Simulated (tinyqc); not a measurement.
# Capacitances against the relative permittivity between the lines

Endless row of lines of width wl, height tl and space sl between grounded planes at distance hd; e2 fills the gaps beside the lines, e1 the rest. Laplace's equation is solved on meshes of 3, 6 and 12 steps per unit u and extrapolated (Aitken), which is good to about 0.2 %. C_even (all lines at 1 V) is the capacitance Cg to the planes; C_odd (neighbours in antiphase) = Cg + 4 Cc if only nearest neighbours couple, which defines Cc; total with quiet neighbours Cg + 2 Cc. Plate values 2 eps0 e1 wl/hd and eps0 e2 tl/sl.

Values chosen for this exercise:

| symbol | value | unit | meaning |
|---|---|---|---|
| e1 | 3.9 |  | relative permittivity above and below the lines |
| wl | 6 | u | line width, in units u |
| tl | 6 | u | line height |
| sl | 4 | u | space between lines |
| hd | 8 | u | distance to each plane |

Constants: eps0 = 8.8541878128e-12 F/m. Results are converted to the units shown.

The same in every row: plate Cg (aF/um) = 51.8.

Result of one run:
```
e2	Cg (aF/um)	Cc (aF/um)	Cg + 2 Cc (aF/um)	C_odd (aF/um)	plate Cc (aF/um)	share of coupling, 2 Cc/(Cg + 2 Cc) (%)
5	84.0	87.6	259	434	66.4	67.6
```

What becomes of these results when the relative permittivity between the lines e2 is changed from 5 to 1.5, all else the same?

Result of the changed run:
```
e2	Cg (aF/um)	Cc (aF/um)	Cg + 2 Cc (aF/um)	C_odd (aF/um)	plate Cc (aF/um)	share of coupling, 2 Cc/(Cg + 2 Cc) (%)
1.5	82.0	40.8	164	245	19.9	49.9
```

The whole series:
```
e2	Cg (aF/um)	Cc (aF/um)	Cg + 2 Cc (aF/um)	C_odd (aF/um)	plate Cc (aF/um)	share of coupling, 2 Cc/(Cg + 2 Cc) (%)
1	81.4	34.0	150	218	13.3	45.5
1.5	82.0	40.8	164	245	19.9	49.9
2	82.5	47.5	177	272	26.6	53.5
2.5	82.8	54.2	191	300	33.2	56.7
3	83.1	60.9	205	327	39.8	59.4
3.9	83.6	72.9	229	375	51.8	63.6
5	84.0	87.6	259	434	66.4	67.6
7	84.4	114	313	541	93.0	73.0
```

As e2 goes from 1 to 7, Cg rises from 81.4 to 84.4 aF/um, Cc rises from 34.0 to 114 aF/um and the share of coupling rises from 45.5 to 73.0 %. Cg is 1.57 times its plate value in the first row and 1.63 times in the last; for Cc the ratios are 2.56 and 1.23. Neighbours in antiphase raise the load by a factor of 1.46 and 1.73 over quiet ones.

tinyqc, about 1 s, one thread, Intel Xeon 2.30GHz (shared host): `OMP_NUM_THREADS=1 python tinyqc.py 2790135 2790136 out.jsonl`
